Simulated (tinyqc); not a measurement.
What moves the moment: Stoner model of a band ferromagnet.

Density of states per atom and spin: triangular, D(e) = (4 M/W^2) (W/2 - |e|). Levels e -/+ I m/2 for up and down spin, m = n_up - n_down, n_up + n_down = nd. At zero temperature e(N) is the energy below which N states lie, and E(m) = sum over spins of integral e D de - I m^2/4.

Parameters, chosen for this exercise:

| symbol | value | unit | meaning |
|---|---|---|---|
| W | 4.4 | eV | band width, e from -W/2 to W/2 |
| M | 5 |  | states per atom and spin |
| nd | 9.49 |  | electrons per atom |
| I | 1.3 | eV | Stoner parameter |

Lowest state for each case.

One parameter was then changed.

Results before and after:

| case | I D(EF) | m (muB) | E - E(0) (meV) |
|---|---|---|---|
| base | 0.944 | 0.000 | 0.0 |
| changed | 1.019 | 0.193 | -0.1 |

Which of these changes was made? (a) I = 1.404 eV; (b) W = 4.048 eV; (c) nd = 9.19.
Answer: (a) I = 1.404 eV. Of the candidates, run in turn, only this one gives the changed row.

All candidates:

| case | I D(EF) | m (muB) | E - E(0) (meV) |
|---|---|---|---|
| base | 0.944 | 0.000 | 0.0 |
| W = 4.048 eV | 1.026 | 0.221 | -0.2 |
| I = 1.404 eV | 1.019 | 0.193 | -0.1 |
| nd = 9.19 | 1.189 | 0.737 | -17.2 |

tinyqc: `OMP_NUM_THREADS=1 python tinyqc.py 1680646 1680647 out.jsonl`; about 0.2 s, one thread, shared Intel(R) Xeon(R) Processor @ 2.30GHz.
